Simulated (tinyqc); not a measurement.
Frequency dispersion of an accumulation capacitance by border traps, distributed model: one step of the calculation.

Traps spread evenly through the insulator exchange electrons with the semiconductor by tunnelling, with tau(x) = t0 exp(2 ka x) at depth x from the interface. The admittance per area Y seen at depth x obeys dY/dx = -Y^2/(i w eps0 eox) + q Nb ln(1 + i w tau)/tau, with Y(0) = i w Cs and w = 2 pi f; the gate sees Y(tox) = G + i w C. Working variable y = Y/(i w), in uF/cm^2. Cox = eps0 eox/tox.

Problem. Midpoint steps through the active depth. In terms of y: dy/dx = -y^2/(eps0 eox) + s(x), s = q Nb ln(1 + z)/z, z = i w tau. 8 midpoint steps of h = xe/8: y_half = y + (h/2) y'(x, y), y(new) = y + h y'(x + h/2, y_half).

Parameters, values chosen for the exercise; permittivity close to that of hafnium oxide:
```
symbol   value         unit                                               meaning
eox       19.1                             relative permittivity of the insulator
Cs         4.7      uF/cm^2             semiconductor capacitance in accumulation
Nb      1.5e20  cm^-3 eV^-1                               density of border traps
ka           5         1/nm  decay constant of the wave function in the insulator
t0        3e-9            s              time constant of a trap at the interface
f          1e6           Hz                                             frequency
xe         0.9           nm               depth down to which the steps are taken
```

Constants: q = 1.602176634e-19 C, eps0 = 8.8541878128e-14 F/cm where lengths are in cm. Results are converted to the units shown.

Find: x; s; y.

Solution.

```
point   x (nm)  s (uF/(cm^2 nm))     y (uF/cm^2)
0            0    2.4030-0.0226i  4.7000+0.0000i
1      0.11250    2.4006-0.0697i  4.8194-0.0044i
2      0.22500    2.3781-0.2115i  4.9306-0.0176i
3      0.33750    2.1967-0.5781i  5.0274-0.0561i
4      0.45000    1.4705-0.9600i  5.0716-0.1425i
5      0.56250    0.6354-0.7687i  5.0141-0.2335i
6      0.67500    0.2252-0.4151i  4.8936-0.2813i
7      0.78750    0.0752-0.1892i  4.7539-0.2943i
8      0.90000    0.0246-0.0791i  4.6134-0.2897i
```

tinyqc, about 0.4 s, one thread, Intel Xeon 2.30GHz (shared host): `OMP_NUM_THREADS=1 python tinyqc.py 2202217 2202218 out.jsonl`
